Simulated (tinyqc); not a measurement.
Debye-Callaway model of lattice thermal conductivity: one step, computed by the program tinyqc.

Three acoustic branches with one velocity v, cut at omega_D = k_B Theta/hbar; x = hbar omega/(k_B T). v and Theta are separate inputs: Theta cuts off the heat-carrying modes, so C need not reach 3 k_B/V. gamma is an effective value that sets the umklapp rate.

Question. Scattering rates at one frequency. Rates: point defects A omega^4; umklapp B omega^2 T exp(-Theta/(b T)) with B = hbar gamma^2/(M v^2 Theta); normal processes f_N B omega^2 T (T/Theta)^2. Boundaries: v/L. The resistive time is tau_R = 1/(boundary + point-defect + umklapp rates), and the free path is v tau_R.

Inputs (values chosen for the exercise, modelled on diamond):
```
quantity,value,unit
sound velocity v,13300,m/s
Debye temperature Theta,2180,K
mean atomic mass M,12.01,u
effective Grueneisen parameter gamma,2.77,-
umklapp exponent divisor b,3,-
Casimir length L,780,micrometre
normal-process factor f_N,4,-
temperature T,20,K
probe frequency omega/omega_D,0.69,-
```

Sample: crystal. Point defects: isotopes. Normal processes: included.

Rayleigh coefficient A = 1.016469e-47 s^3

Constants: k_B = 1.380649e-23 J/K; hbar = 1.054571817e-34 J s; u = 1.6605390666e-27 kg.

Give: omega; Rates; tau_R; free path.

Answer.

omega = 1.9693e+14 rad/s

Rates:
```
process,rate (1/s),rate x tau_R
boundaries,1.7051e+07,0.0011141
point defects,1.5288e+10,0.99889
umklapp,1.3564e-05,8.8622e-16
normal,2.7476e+07,0.0017952
```

tau_R = 6.5339e-11 s

free path = 869.01 nm

The strongest resistive process at this frequency: point defects, 100 % of the resistive rate.
